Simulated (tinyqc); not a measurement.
Tight binding, kagome lattice, step by step. Computed by tinyqc, a small Python program that keeps every step. Settings: t1 = 0.57, t2 = 1.77, delta = 0, bands filled = 1. Command: `OMP_NUM_THREADS=1 python tinyqc.py 30785 30786 out.jsonl` (the two numbers bound the seeds that draw the settings). One thread of a shared host (Intel(R) Xeon(R) Processor @ 2.60GHz), about 0.01 s of CPU time with the checks.

## Bloch Hamiltonian at k

Parameters chosen for this model:
```
parameter     value                unit
t1         0.570000    eV, up triangles
t2         1.770000  eV, down triangles
delta             0        eV on site C
```

k point k (fractions of the reciprocal vectors): -0.1300  -0.4600

H_AB = -t1 - t2 exp(-i k.a1), H_AC = -t1 - t2 exp(-i k.a2), H_BC = -t1 - t2 exp(i k.(a1 - a2)), H_CC = delta.

H(k) at k (eV), lower triangle (Hermitian):
```
                 A               B       C
A           0.0000
B  -1.7816+1.2903i          0.0000
C   1.1444+0.4402i  0.2827+1.5511i  0.0000
```

## Levels at k

Diagonalise the Hermitian matrix.

eigenvalues (eV): -3.3429  1.0029  2.3400

weights |c|^2 of the basis functions:
```
   band 1  band 2  band 3
A  0.3518  0.2547  0.3935
B  0.3916  0.0856  0.5228
C  0.2565  0.6597  0.0838
```

## Bloch Hamiltonian at K

k point K (fractions of the reciprocal vectors): 0.3333  0.6667

As before.

H(k) at K (eV), lower triangle (Hermitian):
```
                A               B       C
A          0.0000
B  0.3150-1.5329i          0.0000
C  0.3150+1.5329i  0.3150-1.5329i  0.0000
```

## Levels at K

As before.

eigenvalues (eV): -2.9700  0.6300  2.3400

weights |c|^2 of the basis functions:
```
   band 1  band 2  band 3
A  0.3333  0.3333  0.3333
B  0.3333  0.3333  0.3333
C  0.3333  0.3333  0.3333
```

## Bands along a path

The same steps at evenly spaced points between the labelled ones.

Bands along the path (eV):
```
k           band 1  band 2  band 3
G          -4.6800  2.3400  2.3400
G-K 0.25   -4.4518  2.1118  2.3400
G-K 0.50   -3.8673  1.5273  2.3400
G-K 0.75   -3.2313  0.8913  2.3400
K          -2.9700  0.6300  2.3400
K-M 0.25   -3.0175  0.6775  2.3400
K-M 0.50   -3.1144  0.7744  2.3400
K-M 0.75   -3.1988  0.8588  2.3400
M          -3.2313  0.8913  2.3400
M-K' 0.25  -3.1988  0.8588  2.3400
M-K' 0.50  -3.1144  0.7744  2.3400
M-K' 0.75  -3.0175  0.6775  2.3400
K'         -2.9700  0.6300  2.3400
```

With 1 band(s) filled, the highest filled level on these points lies at K' and the lowest empty one at K': a gap of 3.6000 eV, direct.
